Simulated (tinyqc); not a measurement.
Inside a calculation. Method: exchange-only LDA atom on a uniform radial grid, spin-unpolarised, for Be. Computed by tinyqc, a small Python program that keeps every step. Settings: Z = 4, points = 128, R = 17.1, functional = Slater exchange alone, mixing = 0.2, iteration cap = 81. Command: `OMP_NUM_THREADS=1 python tinyqc.py 26102 26103 out.jsonl` (the two numbers bound the seeds that draw the settings). One thread of a shared host (Intel(R) Xeon(R) Processor @ 2.60GHz), about 0.4 s of CPU time with the checks. Later iterations appear only in the table of the cycle.

## Iteration 1

Spherical atom on a uniform radial grid r_j = j h with h = R/(N + 1), h sum u^2 = 1 and integrals as h times sums, u(0) = u(R) = 0 (atomic units):
```
parameter            value
Z                        4
points N               128
R                17.100000
h                 0.132558
mixing            0.200000
electrons in 1s          2
electrons in 2s          2
```

Three-point differences turn -u''/2 + [l(l+1)/2r^2 - Z/r + V] u = e u into a tridiagonal matrix (diagonal 1/h^2 + potential, off-diagonal -1/2h^2). D = sum f u^2; the Hartree potential y/r solves y'' = -D/r with y(0) = 0, y(R) = N_e; v_xc comes from rho = D/(4 pi r^2); E = sum f e - int D V + int D (V_H/2 + eps_xc); V(new) = V + mixing (V_H + v_xc - V).

eigenvalues (hartree): 1s -7.50512, 2s -1.96604

Every 8th grid point:
```
r            V in     u(1s)      u(2s)         D      V_H       v_xc
1.06047   0.00000   0.27380   -0.78711   1.38901  3.26282   -0.45446
2.12093   0.00000   0.00940   -0.57092   0.65208  1.86472   -0.22250
3.18140   0.00000   0.00024   -0.17477   0.06109  1.25666   -0.07712
4.24186   0.00000  5.54e-06   -0.04002   0.00320  0.94297   -0.02383
5.30233   0.00000  1.19e-07   -0.00790   0.00012  0.75439   -0.00696
6.36279   0.00000  2.45e-09   -0.00142  4.04e-06  0.62865   -0.00197
7.42326   0.00000  4.91e-11   -0.00024  1.16e-07  0.53885   -0.00054
8.48372   0.00000         0  -3.90e-05  3.04e-09  0.47149   -0.00015
9.54419   0.00000         0  -6.11e-06  7.45e-11  0.41910  -3.96e-05
10.60465  0.00000         0  -9.31e-07         0  0.37719    0.00000
11.66512  0.00000         0  -1.39e-07         0  0.34290    0.00000
12.72558  0.00000         0  -2.04e-08         0  0.31433    0.00000
13.78605  0.00000         0  -2.95e-09         0  0.29015    0.00000
14.84651  0.00000         0  -4.22e-10         0  0.26942    0.00000
15.90698  0.00000         0  -5.89e-11         0  0.25146    0.00000
16.96744  0.00000         0          0         0  0.23575    0.00000
```

total energy = -12.3265847 hartree

## Iteration 2

As before.

eigenvalues (hartree): 1s -6.48781, 2s -1.49462

Every 8th grid point:
```
r            V in     u(1s)      u(2s)         D      V_H       v_xc
1.06047   0.56167   0.29990   -0.70476   1.17325  3.17998   -0.42959
2.12093   0.32844   0.01265   -0.62569   0.78329  1.85154   -0.23652
3.18140   0.23591   0.00041   -0.23595   0.11135  1.25574   -0.09420
4.24186   0.18383  1.20e-05   -0.06735   0.00907  0.94292   -0.03371
5.30233   0.14949  3.29e-07   -0.01671   0.00056  0.75438   -0.01147
6.36279   0.12534  8.75e-09   -0.00381  2.91e-05  0.62865   -0.00379
7.42326   0.10766  2.27e-10   -0.00082  1.35e-06  0.53885   -0.00123
8.48372   0.09427         0   -0.00017  5.77e-08  0.47149   -0.00039
9.54419   0.08381         0  -3.41e-05  2.32e-09  0.41910   -0.00012
10.60465  0.07544         0  -6.67e-06  8.90e-11  0.37719  -3.92e-05
11.66512  0.06858         0  -1.28e-06         0  0.34290    0.00000
12.72558  0.06287         0  -2.42e-07         0  0.31433    0.00000
13.78605  0.05803         0  -4.51e-08         0  0.29015    0.00000
14.84651  0.05388         0  -8.32e-09         0  0.26942    0.00000
15.90698  0.05029         0  -1.49e-09         0  0.25146    0.00000
16.96744  0.04715         0  -9.58e-11         0  0.23575    0.00000
```

total energy = -12.6729192 hartree

## Convergence

Stop when input and output potentials agree to 1e-7.

Course of the cycle (hartree):
```
iteration            E     e(1s)     e(2s)  largest |V(out) - V(in)|
1          -12.3265847  -7.50512  -1.96604                  6.59e+00
2          -12.6729192  -6.48781  -1.49462                  4.98e+00
3          -12.9000459  -5.71791  -1.14880                  3.75e+00
4          -13.0464550  -5.13694  -0.89459                  2.81e+00
5          -13.1392240  -4.69993  -0.70730                  2.10e+00
6          -13.1969886  -4.37237  -0.56898                  1.56e+00
7          -13.2323193  -4.12775  -0.46660                  1.15e+00
8          -13.2535369  -3.94576  -0.39064                  8.45e-01
9          -13.2660464  -3.81087  -0.33417                  6.19e-01
10         -13.2732900  -3.71125  -0.29211                  4.51e-01
11         -13.2774136  -3.63791  -0.26073                  3.28e-01
...                ...       ...       ...                       ...
59         -13.2825160  -3.43796  -0.16551                  8.39e-07
60         -13.2825160  -3.43796  -0.16551                  6.69e-07
61         -13.2825160  -3.43796  -0.16551                  5.34e-07
62         -13.2825160  -3.43796  -0.16551                  4.26e-07
63         -13.2825160  -3.43796  -0.16551                  3.40e-07
64         -13.2825160  -3.43795  -0.16551                  2.71e-07
65         -13.2825160  -3.43795  -0.16551                  2.16e-07
66         -13.2825160  -3.43795  -0.16551                  1.73e-07
67         -13.2825160  -3.43795  -0.16551                  1.38e-07
68         -13.2825160  -3.43795  -0.16551                  1.10e-07
69         -13.2825160  -3.43795  -0.16551                  8.77e-08
```

Converged in 69 iterations. A uniform grid resolves the cusp poorly: for a bare nucleus this grid gives 1s at -7.50512 against -Z^2/2 = -8 hartree. Before convergence this energy mixes input and output and is not variational, so it may rise towards its limit.
